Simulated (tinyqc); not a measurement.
Worked calculation: Hueckel theory of the pi electrons, for the molecule C=CC=CC=CC=C (SMILES; centres numbered as the heavy atoms are written). Computed by tinyqc, a small Python program that keeps every step. Settings: charge = 0. Command: `OMP_NUM_THREADS=1 python tinyqc.py 22944 22945 out.jsonl` (the two numbers bound the seeds that draw the settings). One thread of a shared host (Intel(R) Xeon(R) Processor @ 2.60GHz), about 0.01 s of CPU time with the checks.

## The Hueckel matrix

Centres:
```
centre  z_r, pi electrons of the neutral centre       h
1C                                            1  0.0000
2C                                            1  0.0000
3C                                            1  0.0000
4C                                            1  0.0000
5C                                            1  0.0000
6C                                            1  0.0000
7C                                            1  0.0000
8C                                            1  0.0000
```

Bonds:
```
i  j  k
1  2  1
2  3  1
3  4  1
4  5  1
5  6  1
6  7  1
7  8  1
```

H_rr = alpha + h_r beta, H_rs = k_rs beta for bonded centres.

Hueckel matrix in units of beta (H = alpha + beta A), order 1C, 2C, 3C, 4C, 5C, 6C, 7C, 8C:
$$\begin{pmatrix}
0.0000 & 1.0000 & 0.0000 & 0.0000 & 0.0000 & 0.0000 & 0.0000 & 0.0000 \\
1.0000 & 0.0000 & 1.0000 & 0.0000 & 0.0000 & 0.0000 & 0.0000 & 0.0000 \\
0.0000 & 1.0000 & 0.0000 & 1.0000 & 0.0000 & 0.0000 & 0.0000 & 0.0000 \\
0.0000 & 0.0000 & 1.0000 & 0.0000 & 1.0000 & 0.0000 & 0.0000 & 0.0000 \\
0.0000 & 0.0000 & 0.0000 & 1.0000 & 0.0000 & 1.0000 & 0.0000 & 0.0000 \\
0.0000 & 0.0000 & 0.0000 & 0.0000 & 1.0000 & 0.0000 & 1.0000 & 0.0000 \\
0.0000 & 0.0000 & 0.0000 & 0.0000 & 0.0000 & 1.0000 & 0.0000 & 1.0000 \\
0.0000 & 0.0000 & 0.0000 & 0.0000 & 0.0000 & 0.0000 & 1.0000 & 0.0000
\end{pmatrix}$$

## Orbitals

pi electrons, sum of z_r less the charge = 8

Diagonalise; E = alpha + x beta with beta < 0, so the largest x are filled first; degenerate levels share their electrons. P = sum n_i c_ri c_si; each orbital has its largest coefficient positive (the first on a tie).

x values: [1.8794, 1.5321, 1.0000, 0.3473, -0.3473, -1.0000, -1.5321, -1.8794]

occupations: [2.0000, 2.0000, 2.0000, 2.0000, 0.0000, 0.0000, 0.0000, 0.0000]

coefficients, order 1C, 2C, 3C, 4C, 5C, 6C, 7C, 8C:
$$\begin{pmatrix}
0.1612 & 0.3030 & 0.4082 & 0.4642 & 0.4642 & 0.4082 & -0.3030 & -0.1612 \\
0.3030 & 0.4642 & 0.4082 & 0.1612 & -0.1612 & -0.4082 & 0.4642 & 0.3030 \\
0.4082 & 0.4082 & 0.0000 & -0.4082 & -0.4082 & 0.0000 & -0.4082 & -0.4082 \\
0.4642 & 0.1612 & -0.4082 & -0.3030 & 0.3030 & 0.4082 & 0.1612 & 0.4642 \\
0.4642 & -0.1612 & -0.4082 & 0.3030 & 0.3030 & -0.4082 & 0.1612 & -0.4642 \\
0.4082 & -0.4082 & 0.0000 & 0.4082 & -0.4082 & 0.0000 & -0.4082 & 0.4082 \\
0.3030 & -0.4642 & 0.4082 & -0.1612 & -0.1612 & 0.4082 & 0.4642 & -0.3030 \\
0.1612 & -0.3030 & 0.4082 & -0.4642 & 0.4642 & -0.4082 & -0.3030 & 0.1612
\end{pmatrix}$$

charge and bond-order matrix P, order 1C, 2C, 3C, 4C, 5C, 6C, 7C, 8C:
$$\begin{pmatrix}
1.0000 & 0.8621 & 0.0000 & -0.3673 & 0.0000 & 0.2633 & 0.0000 & -0.2294 \\
0.8621 & 1.0000 & 0.4948 & 0.0000 & -0.1040 & 0.0000 & 0.0339 & 0.0000 \\
0.0000 & 0.4948 & 1.0000 & 0.7581 & 0.0000 & -0.3333 & 0.0000 & 0.2633 \\
-0.3673 & 0.0000 & 0.7581 & 1.0000 & 0.5288 & 0.0000 & -0.1040 & 0.0000 \\
0.0000 & -0.1040 & 0.0000 & 0.5288 & 1.0000 & 0.7581 & 0.0000 & -0.3673 \\
0.2633 & 0.0000 & -0.3333 & 0.0000 & 0.7581 & 1.0000 & 0.4948 & 0.0000 \\
0.0000 & 0.0339 & 0.0000 & -0.1040 & 0.0000 & 0.4948 & 1.0000 & 0.8621 \\
-0.2294 & 0.0000 & 0.2633 & 0.0000 & -0.3673 & 0.0000 & 0.8621 & 1.0000
\end{pmatrix}$$

## Energy, charges, bond orders

E = sum n x; q_r = z_r - P_rr; bond order p = P_rs; free valence = sqrt(3) - sum of p over the bonds of the atom.

pi energy = 8 alpha + this times beta = 9.5175

pi charges: 1C 0.0000, 2C 0.0000, 3C 0.0000, 4C 0.0000, 5C 0.0000, 6C 0.0000, 7C 0.0000, 8C 0.0000

Bond orders and lengths from R = 1.517 - 0.180 p (angstrom, C-C alone):
```
bond       p       R
1-2   0.8621  1.3618
2-3   0.4948  1.4279
3-4   0.7581  1.3805
4-5   0.5288  1.4218
5-6   0.7581  1.3805
6-7   0.4948  1.4279
7-8   0.8621  1.3618
```

free valence of the carbons: 1C 0.8700, 2C 0.3751, 3C 0.4791, 4C 0.4452, 5C 0.4452, 6C 0.4791, 7C 0.3751, 8C 0.8700

gap between the highest filled and the next level = 0.6946 |beta|
